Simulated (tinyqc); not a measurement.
Microkinetic model of low-temperature epitaxy from hydride gases: adsorption, hydrogen desorption and rate control: one step, computed by the program tinyqc. Command: `OMP_NUM_THREADS=1 python tinyqc.py 3021666 3021667 out.jsonl hepi walk`. One thread of a shared host (Intel(R) Xeon(R) Processor @ 2.30GHz), about 0.01 s of CPU time with the checks.

Each hydride molecule needs two free sites and leaves four hydrogen atoms, of which two leave at once as H2; theta is the hydrogen coverage, the site density is 6.78 per nm^2 and one layer is 1.358 angstrom thick.

Question. Coverage and growth rate. With k the hydride and k_H the hydrogen adsorption rate on free pairs and k_d the desorption rate, steady state: 2 (k + k_H)(1 - theta)^2 = k_d theta^2; growth rate R = k (1 - theta)^2 layers/s; 1 layer/s = 8.148 nm/min. With c = 2 (k + k_H)/k_d the free share is 1 - theta = 1/(1 + sqrt(c)).

Inputs (values chosen for the exercise, close to those used for silane and germane, with second-order desorption as on Si(111) but the site density of Si(001)): temperature T = 550 C.

Film: silicon-germanium. Order of hydrogen desorption: second.

k = 2.471703 1/s

k_H = 0 1/s

k_d = 2.676036 1/s

Give: c; hydrogen coverage theta; growth rate R in layers; growth rate G.

Answer.

c = 1.847

hydrogen coverage theta = 0.5761

growth rate R in layers = 0.4441 layers/s

growth rate G = 3.619 nm/min

Adsorption and desorption share control.
